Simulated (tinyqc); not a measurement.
Ballistic transport through the one-dimensional subbands of a rectangular nanowire or nanosheet channel: one step, computed by the program tinyqc.

Hard walls, parabolic subbands, transport along x. Energies are counted from the bulk conduction band edge at the top of the barrier, which the gate pulls down by U; the source Fermi level lies at the bulk edge when U = 0.

Problem. Subbands. E_pq = (hbar^2 pi^2/2)(p^2/(m_y b^2) + q^2/(m_z a^2)); valley pairs: (m_x, m_y, m_z) = (m_t, m_t, m_l), (m_t, m_l, m_t), (m_l, m_t, m_t), each with degeneracy g = 2; the 10 lowest subbands are kept.

Inputs (values chosen for the exercise, modelled on silicon):
```
quantity        value  unit
light mass m_t   0.19   m_0
heavy mass m_l  0.924   m_0
height a          2.7    nm
width b           5.9    nm
```

Valleys: silicon [100] wire.

Constants: hbar^2/(2 m_0) = 3.80998212 eV angstrom^2; k_B = 8.617333262e-05 eV/K.

Give: Subbands.

Solution.

Subbands:
```
valley axis  p  q  E (meV)  m_x (m_0)
z            1  1   112.68      0.190
z            1  2   280.15      0.190
y            1  1   283.17      0.190
z            2  1   283.24      0.190
y            2  1   318.25      0.190
x            1  1   328.34      0.924
y            3  1   376.70      0.190
z            2  2   450.72      0.190
y            4  1   458.54      0.190
x            2  1   498.90      0.924
```
